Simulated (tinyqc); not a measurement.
Electron-beam lithography: double-Gaussian proximity function, edge placement and dose correction for parallel lines: one step, computed by the program tinyqc. Command: `OMP_NUM_THREADS=1 python tinyqc.py 3110118 3110119 out.jsonl proximity walk`. One thread of a shared host (Intel(R) Xeon(R) Processor @ 2.30GHz), about 0.01 s of CPU time with the checks.

Lines are infinitely long. Absorbed energy is counted so that the middle of a very large area written at dose 1 receives 1; the resist develops where it exceeds 1/2.

Problem. Dose correction. Uncorrected edge energies are M 1. Solve M d = 1/2 for the doses d that put the mean edge energy of every line at the threshold.

M:
```
,1,2,3,4,5
1,0.3752309,0.1560360,0.0004549,0.0005436,0.0005653
2,0.0568763,0.4789415,0.0021775,0.0028028,0.0036237
3,0.0122706,0.1923424,0.2783311,0.0047235,0.0063929
4,0.0111247,0.1855826,0.0036016,0.2794539,0.0064415
5,0.0082926,0.1657714,0.0035449,0.0046845,0.2812265
```

Give: edge energies at dose 1; corrected doses; largest over smallest dose.

Solution.

edge energies at dose 1: 1 0.5328, 2 0.5444, 3 0.4941, 4 0.4862, 5 0.4635

corrected doses: 1 0.949, 2 0.911, 3 1.079, 4 1.105, 5 1.181

largest over smallest dose = 1.296
